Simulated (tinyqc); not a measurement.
Ellipsoidal valleys in the axes of a wafer and a channel, step by step. Values are carried at full precision from step to step, so a last printed digit may differ when a step is redone from the rounded ones.

Valleys with axes a along x, y and z, two valleys each; inverse mass tensor w = 1/mt + (1/ml - 1/mt) a a. Device axes: z = nz/|nz|, x = nx/|nx|, y = z cross x; in them a = (ax, ay, az). Confinement mass mz = 1/w_zz. In the plane w_ij is replaced by u_ij = w_ij - w_iz w_jz/w_zz (i, j = x, y); density-of-states mass md = 1/sqrt(det u); conductivity mass along x mc = 1/u_xx; ballistic transport mass mx = u_yy/det u, width mass my = 1/u_yy.

Constants: hbar^2/2m0 = 3.80998211 eV angstrom^2; kB = 8.617333262e-05 eV/K.

Values chosen for the exercise (near those of the Delta valleys of Si; shifted at random, so the results belong to these values and not to a real crystal): ml = 0.952 m0 (longitudinal mass); mt = 0.197 m0 (transverse mass); nz = (1, 1, 3) (surface normal (confinement)); nx = (1, -1, 0) (channel direction); t = 3.5 nm (thickness of the film); T = 300 K (temperature).

## Device axes and valley axes

Give the rows x, y, z in cubic components and each valley axis in device components.

device axes:
```
    [100]    [010]    [001]
x  0.7071  -0.7071   0.0000
y  0.6396   0.6396  -0.4264
z  0.3015   0.3015   0.9045
```

valley axes:
```
        ax       ay      az
x   0.7071   0.6396  0.3015
y  -0.7071   0.6396  0.3015
z   0.0000  -0.4264  0.9045
```

## Tensors of the valley x

Form w and the reduced tensor u.

w (1/m0):
```
         x        y        z
x   3.0633  -1.8207  -0.8583
y  -1.8207   3.4293  -0.7763
z  -0.8583  -0.7763   4.7102
```

u (1/m0):
```
         x        y
x   2.9069  -1.9622
y  -1.9622   3.3013
```

The axis is tilted against the normal, so w_xz or w_yz is not zero and the reduction changes the masses in the plane.

## Masses of all valleys

Give mz, md, mc, mx and my.

Masses (m0):
```
valley      mz      md      mc      mx      my
x       0.2123  0.4172  0.3440  0.5745  0.3029
y       0.2123  0.4172  0.3440  0.5745  0.3029
z       0.5611  0.2566  0.1970  0.1970  0.3343
```

mz md^2 = ml mt^2 = 0.03695 for every valley, so a heavy confinement mass comes with a small density of states. The heaviest mz is 0.561, for z.

## Subbands and shares in a film

Hard walls: E_n = c (n pi/t)^2/mz, c = hbar^2/2m0, n = 1, 2, 3. Non-degenerate share of a valley proportional to md sum_n exp(-E_n/kT); mean 1/mc = sum of share/mc. 1 nm = 10 angstrom.

Give the ladders, the shares and the mean conductivity mass.

Subbands:
```
valley  E1 (meV)  E2 (meV)  E3 (meV)  share
x          144.6     578.3    1301.3  0.046
y          144.6     578.3    1301.3  0.046
z           54.7     218.8     492.4  0.909
```

mean mc = 0.2050 m0

The lowest ladder (z) holds 91 % of the electrons in these valleys, the next starts 90 meV higher.

## Checks

- mz md^2 against ml mt^2: they agree to 1e-10 or better.
- mx my against md^2: they agree to 1e-10 or better.

Run: tinyqc, `OMP_NUM_THREADS=1 python tinyqc.py 1880399 1880400 out.jsonl`; Intel(R) Xeon(R) Processor @ 2.30GHz, one thread, shared host; about 0.01 s of CPU time with all checks.
